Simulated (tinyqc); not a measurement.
Inside a calculation: interface roughness in a thin film (subband fluctuation and scattering). Values are carried at full precision from step to step, so a last printed digit may differ when a step is redone from the rounded ones.

Square well of width t, barriers V0, c = hbar^2/2m0: E1 solves k t + 2 atan[(k/mz)/(kappa/mb)] = pi, k = sqrt(mz E/c), kappa = sqrt(mb (V0 - E)/c). One interface is rough, so the subband edge fluctuates by G dt with G = |dE1/dt| (central difference of 0.01 angstrom; 2 E1/t for hard walls).

Constants: hbar^2/2m0 = 3.80998211 eV angstrom^2; e^2/(4 pi eps0) = 14.39964547 eV angstrom; hbar = 6.58211957e-16 eV s.

Values chosen for the exercise (near those of a thin Si channel on (100), two-fold valleys; shifted at random, so the results belong to these values and not to a real crystal):
```
symbol  value  unit         meaning
t       18     angstrom     film thickness
mz      0.923  m0           confinement mass
V0      2.92   eV           barrier
mb      0.53   m0           barrier mass
D       2.9    angstrom     rms height of the roughness
md      0.189  m0           mass in the plane
gv      2                   valleys
Lc      48     angstrom     correlation length
Ns      2.2    x 1e12/cm^2  sheet density
eps     7.9                 mean dielectric constant at the channel
Lg      120    angstrom     gate length
Wg      150    angstrom     gate width
```

## Sensitivity of the level to thickness

Give E1, G, the hard-wall values and the rms fluctuation G D.

E1 = 103.69 meV
G = |dE1/dt| = 10.4403 meV/angstrom

hard walls: E1 (meV) and G (meV/angstrom): 125.741  13.971

G D = 30.28 meV

Hard walls overstate G by a factor 1.34, and the scattering rate, which goes as G^2, by 1.79.

## The angular integrand

Gaussian roughness spectrum S(q) = pi D^2 Lc^2 exp(-q^2 Lc^2/4). Degenerate gas, taken to fill one subband (the second starts to fill once c kF^2/md exceeds E2 - E1, which is not tested here): kF = sqrt(2 pi Ns/gv), q = 2 kF sin(theta/2), 1/tau = (md/(2 pi c hbar)) G^2 times the integral from 0 to pi of S(q)(1 - cos theta)/eps(q)^2 dtheta, eps(q) = 1 + qs/q with screening (qs = gv md q0/(c eps), q0 = e^2/(4 pi eps0), form factors left out, which overstates the screening; other scattering is left out too, so these values lie far above measured mobilities in all but the thinnest films) or 1 without; mobility = tau c2/md with c2 = e/m0 = 1.75882e15 cm^2/(V s^2); 1e12/cm^2 = 1e-4/angstrom^2.

kF, qs, and exp(-q^2 Lc^2/4)(1 - cos theta) without and with the factor 1/eps^2 at theta = 30, 60, ..., 180 degrees.

kF = 0.02629 1/angstrom
qs = 0.1808 1/angstrom

Integrand:
```
theta  q (1/angstrom)   bare  eps(q)  screened
30             0.0136  0.120   14.29  0.000590
60             0.0263  0.336    7.88   0.00541
90             0.0372  0.451    5.86    0.0131
120            0.0455  0.454    4.97    0.0184
150            0.0508  0.422    4.56    0.0203
180            0.0526  0.407    4.44    0.0206
```

kF Lc = 1.26: the spectrum cuts off large angles, and the bare integrand is largest at 120 degrees among these rows.

## Scattering time and mobility

Integrate over theta.

Results:
```
case      integral  tau (fs)  mobility (cm^2/(V s))
bare         1.041     12.07                  112.4
screened   0.03567     352.2                   3278
```

Screening raises the mobility by a factor 29.2. With it kF l = 14.9, so by this rate the carriers are far from localisation. G D = 30.3 meV exceeds EF - E1 = 13.9 meV, though, so the gas breaks into puddles and this rate is not to be trusted.

## Threshold variation

Averaged over an area A = Lg Wg much larger than Lc^2, the thickness varies by D sqrt(pi Lc^2/A), so sigma(Vt) = G D Lc sqrt(pi/A)/e; the Pelgrom coefficient is sigma sqrt(A) (1 micrometre = 1e4 angstrom).

rms of the mean thickness = 1.839 angstrom
sigma(Vt) = 19.199 mV
coefficient = 0.258 mV micrometre

The electrostatic effect of the thickness is left out. Lc is not small against the gate, so the averaging formula overstates the variation.

## Checks

- G from the envelope at the wall, psi(t/2)^2 (E1 + c mz (kappa/mb)^2), against the difference quotient, meV/angstrom: both 10.440.
- Bare integral for Lc -> 0 against pi: both 3.1416.

Run: tinyqc, `OMP_NUM_THREADS=1 python tinyqc.py 1281739 1281740 out.jsonl`; Intel(R) Xeon(R) Processor @ 2.30GHz, one thread, shared host; about 0.02 s of CPU time with all checks.
